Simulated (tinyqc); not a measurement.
Trap density and cross-section from the conductance peak.

Inverse problem. For a continuum of interface traps on an n-type substrate Gp/w peaks at 2 pi f tau = 1.9803 with the height 0.40237 q Dit, and tau = 1/(sn vth Nd exp(psi/Vt)) with psi = ps. Find Dit, tau and sn.

Inputs (values chosen for the exercise):
```
symbol   value   unit           meaning
T          300      K       temperature
Nd      7.4e16  cm^-3     donor density
ps      -0.136      V  band bending psi
vth      2.6e7   cm/s  thermal velocity
```

Constants: q = 1.602176634e-19 C, kB = 1.380649e-23 J/K, Vt = kB T/q. Results are converted to the units shown.

peak Gp/w = 18.695367 nF/cm^2
frequency of the peak = 2.6129725e6 Hz

Solution. The height gives Dit, the position tau, and tau with the surface density gives sn.

Dit = 2.90e11 cm^-2 eV^-1
tau = 1.21e-7 s
sn = 8.30e-16 cm^2

Numbers from tinyqc (`OMP_NUM_THREADS=1 python tinyqc.py 2030020 2030021 out.jsonl`; about 0.01 s on one thread of a shared Intel Xeon 2.30GHz).
